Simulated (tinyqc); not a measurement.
Worked calculation: MP2 on RHF in the sto-3g basis, for H2, spin multiplicity 1. One step of it, computed by the program tinyqc.

Question. Iteration 3 (converged): orbitals. Diagonalise F' = X^T F X, C = X C', fill 1 alpha and 1 beta electrons from the bottom; D = 2 C_occ C_occ^T. Each column has its largest component positive (the first on a tie).

converged F (hartree):
```
           1H 1s      2H 1s
1H 1s  -0.209705  -0.429764
2H 1s  -0.429764  -0.209705
```

X:
```
           1H 1s      2H 1s
1H 1s   1.079366  -0.242432
2H 1s  -0.242432   1.079366
```

Give: F' = X^T F X; orbital energies; coefficients C; D after iteration 3.

Answer.

F' = X^T F X (hartree):
```
         1        2
1  -0.0317  -0.4162
2  -0.4162  -0.0317
```

orbital energies (hartree): MO1 -0.4479, MO2 0.3845

coefficients C:
```
          MO1      MO2
1H 1s  0.5918   0.9347
2H 1s  0.5918  -0.9347
```

D after iteration 3:
```
        1H 1s   2H 1s
1H 1s  0.7005  0.7005
2H 1s  0.7005  0.7005
```
